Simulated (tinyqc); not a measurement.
Polycrystalline film, grain-boundary barriers (Seto model): two steps of the calculation.

One-dimensional grains of size Lg with donors N; each boundary has Qt acceptor-like traps per area at one level Et below the band edge. Trapped electrons qt deplete a width w = qt/N (both sides together) and raise a barrier Vb = q N w^2/(8 eps0 eps_r). Current crosses the barriers by thermionic emission at small bias. Abrupt depletion, full ionisation, Boltzmann statistics.

Values chosen for this exercise; values close to those of polycrystalline silicon:
- T = 400 K (temperature)
- eps_r = 11.7 (relative permittivity of the semiconductor)
- Lg = 400 nm (grain size)
- Qt = 1.3e12 cm^-2 (trap density at a boundary)
- N = 9.5e15 cm^-3 (donor density)
- mg = 110 cm^2/(V s) (mobility inside a grain)
- vc = 4.3e6 cm/s (collection velocity at the barrier)
- Nc = 4.31e19 cm^-3 (conduction-band density of states at T)
- Et = 0.59 eV (trap level below the band edge)

Constants: q = 1.602176634e-19 C, kB = 1.380649e-23 J/K, Vt = kB T/q, eps0 = 8.8541878128e-14 F/cm where lengths are in cm. Results are converted to the units shown.

Question 1. Critical doping and limits of the barrier. N* = Qt/Lg; fully depleted grains have Vb = q N Lg^2/(8 eps0 eps_r), filled traps Vb = q Qt^2/(8 eps0 eps_r N); the true barrier cannot exceed the smaller.

Give: N*; Vb, fully depleted; Vb, traps filled.

Answer 1.

N* = 3.2500e16 cm^-3
Vb, fully depleted = 0.29385 V
Vb, traps filled = 3.4391 V

Question 2. Barrier, resistivity and effective mobility. Partly depleted grains: the density at the grain centre is n0 = N and qt = Qt/(1 + 2 (Nc/N) exp((Vb - Et)/Vt)). If that gives qt >= N Lg, the grains are fully depleted: qt = N Lg, w = Lg and n0 = 2 Nc exp((Vb - Et)/Vt)/(Qt/(N Lg) - 1). Resistivity: barriers rb = Vt exp(Vb/Vt)/(q n0 vc Lg), grain interior rg = (1 - w/Lg)/(q mg N); effective mobility 1/(q N (rb + rg)).

Give: qt; w; Vb; n0; rb; rg; effective mobility.

Answer 2.

qt = 3.800e11 cm^-2
w = 400.0 nm
Vb = 0.2939 V
n0 = 6.610e15 cm^-3
rb = 953.6 ohm cm
rg = 0 ohm cm
effective mobility = 0.6890 cm^2/(V s)

The grains are fully depleted, 29.2 % of the traps are filled and the barriers give 100 % of the resistivity.

Computed by the program tinyqc: `OMP_NUM_THREADS=1 python tinyqc.py 2610023 2610024 out.jsonl`, one thread of a shared Intel Xeon 2.30GHz, about 0.01 s for the whole run.
